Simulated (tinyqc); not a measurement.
What moves the results: BHZ model on a square lattice (one spin block). A value that a table varies takes the place of the one given here.

h(k) = e0 + d.s with s the Pauli matrices in the basis (E, H), k in units of 1/a: dx = (A/a) sin kx, dy = (A/a) sin ky, dz = M - (2B/a^2)(2 - cos kx - cos ky), e0 = -(2D/a^2)(2 - cos kx - cos ky). The other spin block is h*(-k). For small k this is the continuum model with dz = M - B k^2.

Inputs chosen for the exercise (of the size used for HgTe wells; not measured data): A = 3.8 eV angstrom; B = -68.4 eV angstrom^2; D = -56.6 eV angstrom^2; a = 20 angstrom (grid spacing); M = 0.0076 eV (mass term); k = (-0.43, 0.51) 1/a (wave vector).

## Through the transition

M is varied. Direct gap at Gamma 2|M|; smallest direct gap on kx = 0 to 1 in steps of 0.01; nu = 1 for M/B > 0, else 0; middle gap of a ribbon of 40 rows at kx = 0 (block (A/a) sy/(2i) + (B/a^2) sz + D/a^2 between rows, hard walls).

Against M (meV):
```
M    2|M|  smallest direct gap  nu  ribbon gap
-40  80.0                80.00   1       0.310
-25  50.0                50.00   1       1.489
-15  30.0                30.00   1       3.893
-8   16.0                16.00   1       7.542
-3    6.0                 6.00   1      11.875
3     6.0                 6.00   0      19.237
8    16.0                16.00   0      26.793
15   30.0                30.00   0      38.667
30   60.0                60.00   0      66.386
```

With B < 0, negative M is inverted. There edge states cross the bulk gap: the ribbon gap is 1.489 against 50.0 meV at M = -25 meV, and 11.875 against 6.0 at -3 meV, where the edge states overlap across the whole ribbon and confinement rules, while for positive M confinement raises it above 2|M| (38.67 against 30 meV at M = 15 meV). The smallest direct gap stays at Gamma on all rows.

## What each parameter does

Levels at k and dz there. Each row changes one parameter from the base and keeps the others.

Results:
```
case                      lower (meV)  upper (meV)  dz (meV)
base                          -85.338      208.890    82.255
A = 4.18 eV angstrom          -95.599      219.151    82.255
B = -75.24 eV angstrom^2      -89.639      213.191    89.721
D = -45.28 eV angstrom^2      -97.694      196.535    82.255
M = 0.0126 eV                 -88.191      211.743    87.255
a = 22 angstrom               -79.701      181.810    69.298
```

The largest shifts from the base row, up to three for each result and ties (the steps differ in size, so this ranks the rows, not the parameters). lower (meV): D -12.355, A -10.260, a +5.637. upper (meV): a -27.080, D -12.355, A +10.260. dz (meV): a -12.957, B +7.466, M +5.000; unchanged at the printed digits by A and D. D shifts both levels alike and leaves the states, so it cannot change the topology while the gap stays open.

tinyqc: `OMP_NUM_THREADS=1 python tinyqc.py 1482425 1482426 out.jsonl`; about 0.09 s, one thread, shared Intel(R) Xeon(R) Processor @ 2.30GHz.
